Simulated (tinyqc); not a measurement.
From results back to parameters: Koster-Slater impurity in an sp3s* host.

Problem. In the Koster-Slater model a defect shifts the s level of its site by Vs and the p levels by Vp; an A1 level solves 1/Vs = G_s(E) and a T2 level 1/Vp = G_p(E), E from the top of the valence band. A defect has an A1 level at E = 0.8617 eV, one of the energies of the table, and a T2 level at 1.4362 eV.

G(E) of the host (1/eV):

| E (eV) | G_s | G_p |
|---|---|---|
| 0.0000 | -0.0894605 | 0.0378527 |
| 0.2872 | -0.1115971 | -0.0175415 |
| 0.5745 | -0.1373141 | -0.0537138 |
| 0.8617 | -0.1686639 | -0.0860732 |
| 1.1489 | -0.2088601 | -0.1197830 |
| 1.4362 | -0.2636623 | -0.1599872 |
| 1.7234 | -0.3450111 | -0.2164761 |
| 2.0106 | -0.4841677 | -0.3213356 |
| 2.2979 | -0.9082992 | -0.9657206 |

Find: Vs, Vp.

Solution. Read G_s and G_p at the two energies and invert them. Vs is attractive and pulls its level down from the conduction bands. Vp is attractive and pulls its level down from the conduction bands.

Vs, Vp (eV): -5.9  -6.3

(tinyqc, `OMP_NUM_THREADS=1 python tinyqc.py 1450980 1450981 out.jsonl`, Intel(R) Xeon(R) Processor @ 2.30GHz, 1 thread, shared host, about 0.08 s.)
